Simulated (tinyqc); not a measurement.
Line constants from open and short measurements.

Inverse problem. A uniform line of length len, under a quarter wavelength, has Z_open = Zc coth(gamma len) and Z_short = Zc tanh(gamma len); gamma Zc = r + i w l and gamma/Zc = g + i w c, w = 2 pi f. Find r, l and c.

Values chosen for this exercise: length len = 0.61 mm; frequency f = 0.4 GHz.

Zin with the far end open = 0.8418-4950.7836i ohm
Zin with the far end shorted = 2.5256680+0.5045411i ohm

Answer. The product of the two impedances is Zc^2 and their ratio tanh^2(gamma len); the principal branch holds below a quarter wavelength.

r = 4.140 ohm/mm
l = 0.3294 nH/mm
c = 131.7 pF/m

tinyqc, about 0.01 s, one thread, Intel Xeon 2.30GHz (shared host): `OMP_NUM_THREADS=1 python tinyqc.py 2810208 2810209 out.jsonl`
